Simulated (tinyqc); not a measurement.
Comparisons within one model: Shockley-Read-Hall recombination through one deep level. A value that a table varies takes the place of the one given here.

One level at Et with degeneracy 1: tn = 1/(sn vth Nt), tp = 1/(sp_ vth Nt), n1 = Nc exp((Et - Eg)/kT), p1 = Nv exp(-Et/kT), ni^2 = n1 p1. Equilibrium n0 = Nm, p0 = ni^2/Nm; n = n0 + dn, p = p0 + dn. U = (n p - ni^2)/(tp (n + n1) + tn (p + p1)), lifetime dn/U; emission rates en = sn vth n1, ep = sp_ vth p1.

Constants: kB = 8.617333262e-05 eV/K.

Inputs chosen for the exercise (gap and densities of states near those of GaN at this temperature; not measured data):
- E1 = 1.448 eV (level (0/-1) above Ev)
- E2 = 2.229 eV (level (-1/-2) above Ev)
- gm = 2 (degeneracy of the middle state, the others 1)
- T = 400 K
- Eg = 3.341 eV (gap)
- Nc = 3.64e+18 1/cm^3 (conduction-band density of states)
- Nv = 7.41e+19 1/cm^3 (valence-band density of states)
- Nd = 1.3e+14 1/cm^3 (ionised shallow donors minus acceptors)
- Et = 1.448 eV (recombination level above Ev)
- Nt = 1.9e+13 1/cm^3 (defects)
- sn = 1.2e-15 cm^2 (electron capture cross-section)
- sp_ = 3e-16 cm^2 (hole capture cross-section)
- vth = 23000000 cm/s (thermal velocity, both carriers)
- Nm = 3.8e+14 1/cm^3 (equilibrium electrons for the lifetime steps)
- dn = 5.2e+16 1/cm^3 (excess pairs)

## Charge state against the Fermi level (deep level with several charge states)

Energies from Ev. The defect has charge states 0, -1, -2 with weights 1, gm exp((EF - E1)/kT), exp((2 EF - E1 - E2)/kT); the shares are the weights over their sum. Boltzmann carriers: n = Nc exp((EF - Eg)/kT), p = Nv exp(-EF/kT). Neutrality: p - n + Nd + Nt <q> = 0.

Shares:
```
EF (eV)      0     -1     -2     <q>
0.200    1.000  0.000  0.000   0.000
0.468    1.000  0.000  0.000   0.000
0.735    1.000  0.000  0.000   0.000
1.002    1.000  0.000  0.000   0.000
1.270    0.989  0.011  0.000  -0.011
1.537    0.036  0.964  0.000  -0.964
1.804    0.000  1.000  0.000  -1.000
2.071    0.000  0.995  0.005  -1.005
2.339    0.000  0.076  0.924  -1.924
2.606    0.000  0.000  1.000  -2.000
2.873    0.000  0.000  1.000  -2.000
3.141    0.000  0.000  1.000  -2.000
```

Where the levels are several kT apart the middle state rules between about E1 - kT ln gm = 1.424 and E2 + kT ln gm = 2.253 eV; its largest share listed is 1.000. Each step spreads from 10 % to 90 % over 4.4 kT = 0.151 eV.

## Defects against doping (deep level with several charge states)

Nt takes the listed multiples of |Nd|; the resistivity uses mobilities of 1000 (electrons) and 300 (holes) cm^2/(V s), chosen for the exercise, and e = 1.602176634e-19 C.

Neutral state:
```
Nt/|Nd|  EF (eV)  n (1/cm^3)  p (1/cm^3)  rho (ohm cm)
0.01      2.9873    1.27e+14    1.70e-18          49.0
0.10      2.9803    1.04e+14    2.09e-18          60.0
0.30      2.9565    5.20e+13    4.17e-18           120
0.60      2.2768    1.42e+05    1.53e-09      4.39e+10
0.90      2.1812    8.88e+03    2.44e-08      7.03e+11
1.10      1.5035    2.57e-05        8.45      2.46e+15
1.50      1.4480    5.13e-06        42.2      4.92e+14
3.00      1.4002    1.28e-06         169      1.23e+14
10.00     1.3484    2.85e-07         760      2.74e+13
```

EF goes from 2.987 to 1.348 eV and the resistivity from 49 to 2.74e+13 ohm cm, with a largest value of 2.46e+15 (values above about 1e13 are formal: hopping and surfaces conduct more). The largest move of EF, -0.680 eV, comes between Nt/|Nd| = 0.3 and 0.6; the levels lie at 1.448 and 2.229 eV. A defect can take up to two electrons, so EF leaves the neighbourhood of the band edge near Nt = Nd/2 and drops from the upper towards the lower level near Nt = Nd. The type changes along the table.

## Lifetime against injection

Recombination:
```
dn (1/cm^3)  lifetime (microsecond)  U (1/(cm^3 s))
1.0e+11                       7.628        1.31e+16
1.0e+12                       7.633        1.31e+17
1.0e+13                       7.677        1.30e+18
1.0e+14                       8.025        1.25e+19
1.0e+15                       9.010        1.11e+20
1.0e+16                       9.465        1.06e+21
1.0e+17                       9.527        1.05e+22
1.0e+18                       9.534        1.05e+23
```

The lifetime rises from 7.628 to 9.534 microsecond; tn + tp = 9.535. At low injection it is tp (1 + n1/n0) + tn p1/n0 with n1/Nm = 1.4e-20 and p1/Nm = 1.1e-13: re-emission is negligible, so minority capture alone counts. Auger and radiative paths are left out; they cut in at the highest injections, and in a doped direct-gap crystal the radiative one counts at all injections. dn = dp neglects trapped charge, which matters where the traps hold a charge comparable with dn, at low injection and with very unequal cross sections.

## Where a level does most harm

Et takes the values listed; G = Nt en ep/(en + ep) in a depleted region; the lifetime is for dn = 1e11 1/cm^3.

Results:
```
Et (eV)  lifetime (microsecond)  G (1/(cm^3 s))
0.200                  1.13e+03        5.08e-16
0.468                      8.10        1.21e-12
0.735                      7.63        2.80e-09
1.002                      7.63        6.47e-06
1.270                      7.63          0.0154
1.537                      7.63            35.6
1.804                      7.63             181
2.071                      7.63          0.0783
2.339                      7.63        3.29e-05
2.606                      7.63        1.42e-08
2.873                      7.72        6.15e-12
3.141                       228        2.59e-15
```

Generation peaks where en = ep, at Eg/2 + (kT/2) ln(sp_ Nv/(sn Nc)) = 1.699 eV; the largest value listed is at 1.804 eV, and G falls by a decade for each 0.079 eV away from the peak. The lifetime is within a factor 2 of its minimum, 7.63 microsecond, from 0.468 to 2.873 eV: recombination tolerates a wide range of Et, generation a narrow one.

## What moves lifetime and leakage

G = Nt en ep/(en + ep). Each row changes one parameter from the base and keeps the others.

Results:
```
case                  lifetime (microsecond)  G (1/(cm^3 s))
base                                   9.521            2.69
Et = 1.488 eV                          9.521            8.59
sn = 2.4e-15 cm^2                      8.574            5.38
sp_ = 6e-16 cm^2                       5.707            2.69
Nt = 9.5e+12 1/cm^3                    19.04            1.35
Nm = 1.14e+15 1/cm^3                   9.494            2.69
dn = 1.56e+17 1/cm^3                   9.530            2.69
```

The largest shifts from the base row, up to three for each result and ties (the steps differ in size, so this ranks the rows, not the parameters). lifetime (microsecond): Nt +9.52, sp_ -3.81, sn -0.947; unchanged at the printed digits by Et. G (1/(cm^3 s)): Et +5.90, sn +2.69, Nt -1.35; unchanged at the printed digits by sp_, Nm and dn.

Computed by tinyqc, a small Python program: `OMP_NUM_THREADS=1 python tinyqc.py 1650424 1650425 out.jsonl` (the numbers bound the seed that draws the inputs); one thread of a shared host (Intel(R) Xeon(R) Processor @ 2.30GHz), about 0.01 s for the whole set of steps.
